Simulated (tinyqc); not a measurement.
What each value does: bond-orbital model of a tetrahedral semiconductor (Harrison's universal couplings).

Hybrid level eh = (es + 3 ep)/4; metallic energy V1 = (ep - es)/4 for each atom; covalent energy V2 = 3.22 hbar^2/(m d^2); polar energy V3 = (ehc - eha)/2; hbar^2/m = 2c, c = hbar^2/2m0. Polarity ap = V3/sqrt(V2^2 + V3^2), covalency ac = V2/sqrt(V2^2 + V3^2). p-p coupling at Gamma Exx = (4/3)(2.22 - 2 x 0.63) hbar^2/(m d^2) = 1.28 hbar^2/(m d^2), s-s coupling Ess = 4 x 1.32 hbar^2/(m d^2).

Constants: hbar^2/2m0 = 3.80998211 eV angstrom^2.

Values chosen for the exercise (near tabulated values for InAs; the model gives trends, and its gaps can be far from the real ones; not measured data): esc = -10.07 eV (s level, cation); epc = -5.38 eV (p level, cation); esa = -19 eV (s level, anion); epa = -8.93 eV (p level, anion); d = 2.61 angstrom (bond length).

The bond-antibond splitting is 2 sqrt(V2^2 + V3^2). E0 is the upper root of [[esa, 5.28 u], [5.28 u, esc]] less the lower root of [[epa, 1.28 u], [1.28 u, epc]], u = hbar^2/(m d^2).

Results for these values:

| case | ap | bond-antibond splitting (eV) | Ev (eV) | E0 (eV) |
|---|---|---|---|---|
| base | 0.5620 | 8.709 | -9.435 | 2.304 |

What happens to each result for epc = -4.88 eV, all else kept?

Answer: ap rises from 0.5620 to 0.5904; bond-antibond splitting rises from 8.709 to 8.926; Ev rises from -9.435 to -9.385; E0 falls from 2.304 to 2.254.

The same for each parameter in turn:

| case | ap | bond-antibond splitting (eV) | Ev (eV) | E0 (eV) |
|---|---|---|---|---|
| base | 0.5620 | 8.709 | -9.435 | 2.304 |
| esc = -9.57 eV | 0.5717 | 8.780 | -9.435 | 2.708 |
| epc = -4.88 eV | 0.5904 | 8.926 | -9.385 | 2.254 |
| esa = -18.5 eV | 0.5521 | 8.640 | -9.435 | 2.406 |
| epa = -8.43 eV | 0.5315 | 8.504 | -8.997 | 1.866 |
| d = 2.66 angstrom | 0.5766 | 8.489 | -9.402 | 2.097 |

Computed by tinyqc, a small Python program: `OMP_NUM_THREADS=1 python tinyqc.py 1480464 1480465 out.jsonl` (the numbers bound the seed that draws the inputs); one thread of a shared host (Intel(R) Xeon(R) Processor @ 2.30GHz), about 0.01 s for the whole set of steps.
